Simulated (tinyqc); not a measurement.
Keating valence-force model of a tetrahedral crystal: one step, computed by the program tinyqc. Command: `OMP_NUM_THREADS=1 python tinyqc.py 3000984 3000985 out.jsonl keating walk`. One thread of a shared host (Intel(R) Xeon(R) Processor @ 2.30GHz), about 0.02 s of CPU time with the checks.

Atom A sits at 0 and atom B at a/4 (1,1,1) of an fcc lattice; the four bonds from A are t = a/4 (1,1,1), a/4 (1,-1,-1), a/4 (-1,1,-1), a/4 (-1,-1,1), of length d = sqrt(3) a/4. Energy: E = (3 alpha/(8 d^2)) sum over bonds (r.r - d^2)^2 + (3 beta/(8 d^2)) sum over pairs of bonds at one atom (r_i.r_j + d^2/3)^2; both atoms have the mass M. The cell holds two atoms, Omega = a^3/4. 1 N/m = 1 J/m^2.

Question. Elastic constants and internal strain. C11 = (alpha + 3 beta)/a, C12 = (alpha - beta)/a, C44 = 4 alpha beta/(a (alpha + beta)); with the two sublattices clamped C44(0) = (alpha + beta)/a; internal-strain parameter zeta = (alpha - beta)/(alpha + beta); B = (C11 + 2 C12)/3.

Inputs (values chosen for the exercise, for a model crystal): lattice constant a = 6.359 angstrom; bond stretching alpha = 38.8 N/m; bond bending beta = 9.63 N/m.

Structure: diamond.

Give: C11; C12; C44; clamped C44(0); internal-strain parameter zeta; bulk modulus B.

Answer.

C11 = 106.4 GPa

C12 = 45.87 GPa

C44 = 48.53 GPa

clamped C44(0) = 76.16 GPa

internal-strain parameter zeta = 0.6023

bulk modulus B = 66.06 GPa

Letting the sublattices shift lowers C44 by 36 %, which is zeta^2. A shear is shared between bond lengths and angles. The model fixes 2 C44 (C11 + C12)/((C11 - C12)(C11 + 3 C12)) = 1.000 whatever alpha and beta are.
